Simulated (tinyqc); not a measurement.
# Fully depleted semiconductor-on-insulator film with two gates, non-linear Poisson equation by Newton steps: charge against front-gate voltage

One dimension across the film, front interface at x = 0, back interface at x = ts. psi is counted from the intrinsic level, n = ni exp(psi/Vt) (source grounded), holes neglected, acceptors ionised. Gates act through Cox = eps0 eox/tox and Cbox = 3.9 eps0/tb with potentials G1 = Vg - (phiM - chi - Vt ln(Nc/ni)) and G2 = Vb - (phiB - chi - Vt ln(Nc/ni)). Classical Boltzmann densities, no interface charge, no depletion in the back plane.

ni = sqrt(Nc Nv) exp(-Eg/(2 Vt)), Eg in volts. The Poisson equation eps0 eps_r d2psi/dx2 = q (n + Na), with -eps0 eps_r dpsi/dx = Cox (G1 - psi) at x = 0 and eps0 eps_r dpsi/dx = Cbox (G2 - psi) at x = ts, is solved on 300 equal intervals with half boxes at both ends; N_inv is the trapezoid sum of n. Swing = ln 10/(d ln N_inv/dVg); the last column is (dN_inv/dVb)/(dN_inv/dVg).

Values chosen for this exercise; band and dielectric values close to those of germanium:
```
symbol    value   unit                                                                 meaning
T           300      K                                                             temperature
Eg        0.659     eV                                                                band gap
eps_r      15.9                                                          relative permittivity
Nc      1.04e19  cm^-3                                  conduction-band density of states at T
Nv      5.88e18  cm^-3                                     valence-band density of states at T
chi        3.96     eV                                                       electron affinity
eox         3.9         relative permittivity of the gate insulator (close to silicon dioxide)
tox         3.9     nm                                                     insulator thickness
ts           27     nm                                                          film thickness
tb           76     nm                                      buried-oxide thickness (eps_r 3.9)
Na         1e15  cm^-3                                            acceptor density of the film
phiM       4.19     eV                                         work function of the front gate
phiB       4.01     eV                                         work function of the back plane
Vb            0      V                                                       back-gate voltage
```

Constants: q = 1.602176634e-19 C, kB = 1.380649e-23 J/K, Vt = kB T/q, eps0 = 8.8541878128e-14 F/cm where lengths are in cm. Results are converted to the units shown.

Result of one run:

| Vg (V) | psi front (V) | psi back (V) | N_inv (cm^-2) | centroid/ts | swing (mV/decade) | q dN_inv/dVg over Cox | back/front leverage |
|---|---|---|---|---|---|---|---|
| -0.15 | -0.0287 | -0.00380 | 3.40e7 | 0.579 | 65.4 | 2.17e-4 | 0.0982 |

What becomes of these results when the front-gate voltage Vg is changed from -0.15 to 0.3 V, all else the same?

Result of the changed run:

| Vg (V) | psi front (V) | psi back (V) | N_inv (cm^-2) | centroid/ts | swing (mV/decade) | q dN_inv/dVg over Cox | back/front leverage |
|---|---|---|---|---|---|---|---|
| 0.3 | 0.281 | 0.220 | 7.14e11 | 0.302 | 411 | 0.723 | 0.0646 |

The whole series:

| Vg (V) | psi front (V) | psi back (V) | N_inv (cm^-2) | centroid/ts | swing (mV/decade) | q dN_inv/dVg over Cox | back/front leverage |
|---|---|---|---|---|---|---|---|
| -0.3 | -0.172 | -0.136 | 1.74e5 | 0.614 | 65.6 | 1.11e-6 | 0.101 |
| -0.15 | -0.0287 | -0.00380 | 3.40e7 | 0.579 | 65.4 | 2.17e-4 | 0.0982 |
| 0 | 0.113 | 0.126 | 6.33e9 | 0.540 | 69.4 | 0.0380 | 0.0944 |
| 0.15 | 0.224 | 0.204 | 2.03e11 | 0.433 | 180 | 0.470 | 0.0793 |
| 0.3 | 0.281 | 0.220 | 7.14e11 | 0.302 | 411 | 0.723 | 0.0646 |
| 0.45 | 0.313 | 0.224 | 1.36e12 | 0.224 | 686 | 0.828 | 0.0586 |
| 0.6 | 0.334 | 0.226 | 2.07e12 | 0.178 | 982 | 0.879 | 0.0558 |
| 0.75 | 0.350 | 0.227 | 2.81e12 | 0.148 | 1.29e3 | 0.908 | 0.0542 |
| 0.9 | 0.362 | 0.228 | 3.58e12 | 0.127 | 1.61e3 | 0.926 | 0.0533 |

N_inv passes 1e11 cm^-2 at Vg = 0.104 V. The swing starts at 65.6 mV a decade, against (1 + k) Vt ln 10 = 62.3 for a front channel with k = Cs Cbox/(Cox (Cs + Cbox)) = 0.0472, Cs = eps0 eps_r/ts; above threshold this column is no longer a subthreshold swing. The centroid falls from 0.614 to 0.127 of ts and the leverage of the back gate falls from 0.101 to 0.0533. For Vg = 0.45, 0.6, 0.75, 0.9 the density at an interface exceeds 0.3 Nc, where Boltzmann statistics fail.

Program tinyqc, `OMP_NUM_THREADS=1 python tinyqc.py 2190082 2190083 out.jsonl`; Intel Xeon 2.30GHz, shared host, one thread, about 0.3 s.
